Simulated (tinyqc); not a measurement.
Surface photovoltage measurement of the minority-carrier diffusion length in a wafer. From apparent length L_app back to diffusion length L. Computed by tinyqc, a small Python program. Command: `OMP_NUM_THREADS=1 python tinyqc.py 3130238 3130239 out.jsonl spv inv`. One thread of a shared host (Intel(R) Xeon(R) Processor @ 2.30GHz), about 0.02 s of CPU time with the checks.

Low injection, steady light, a depletion layer much thinner than 1/alpha and L. The excess density dn is taken at the front edge of the neutral region; light that reaches the back is lost.

Inputs (values chosen for the exercise, modelled on p-type silicon at room temperature):
```
quantity                            value        unit
wafer thickness W                     525  micrometre
diffusivity D                        25.1      cm^2/s
front recombination velocity S_f    75000        cm/s
back recombination velocity S_b       200        cm/s
photon flux entering              5.9e+11  1/(cm^2 s)
relative noise of each reading          1           %
```

normal deviates g for the noise: 0.64  0.30  -0.40  -0.03  -0.10  -1.08  -0.68

Method:
- alpha = (84.732/lambda - 76.417)^2 per cm with lambda in micrometre (an empirical fit for silicon between 0.7 and 1.05 micrometre).
- Thick wafer: dn = Phi L/((S_f + D/L)(L + 1/alpha)). Finite wafer, with s = S_b L/D, w = W/L, a = alpha L: dn = [Phi a/(a^2 - 1)] [a - B - exp(-alpha W)(a - s)/(cosh w + s sinh w)]/(S_f + B D/L), B = (sinh w + s cosh w)/(cosh w + s sinh w).
- Readings y = (Phi/dn) (1 + noise x g) at 780, 830, 880, 920, 950, 975 and 995 nm; a least-squares line y = c (1/alpha + L_app) gives L_app = intercept/slope.

Task: A run gave the result below. Find the diffusion length L, known to lie between 19 and 64 micrometre.

apparent length L_app = 34.90441 micrometre

Result:

Each step takes the trial c = (a f_b - b f_a)/(f_b - f_a), f being the result less the target and a, b, c the logarithms of the listed values; c replaces end b, the old b replaces a if the sign of f changed, and otherwise f_a is halved.

Scan of the range:
```
diffusion length L (micrometre)  apparent length L_app (micrometre)
19.0                                                        19.4947
23.3                                                        23.8693
28.5                                                        29.1646
34.9                                                        35.6899
42.7                                                        43.6545
52.3                                                        53.4749
64.0                                                        65.4712
```

False position (Illinois rule, in the logarithm of the input) inside the bracket:
```
step    end a    end b    trial  apparent length L_app (micrometre)
1     28.5000  34.9000  34.0592                             34.8322
2     34.9000  34.0592  34.1292                             34.9036
3     34.9000  34.1292  34.1308                             34.9052
4     34.1292  34.1308  34.1300                             34.9044
```

Apparent length L_app rises at every point of a 13-point scan of the range (every second point is shown), so one value fits; it is bracketed by 28.5 and 34.9. Answer: diffusion length L = 34.13 micrometre.
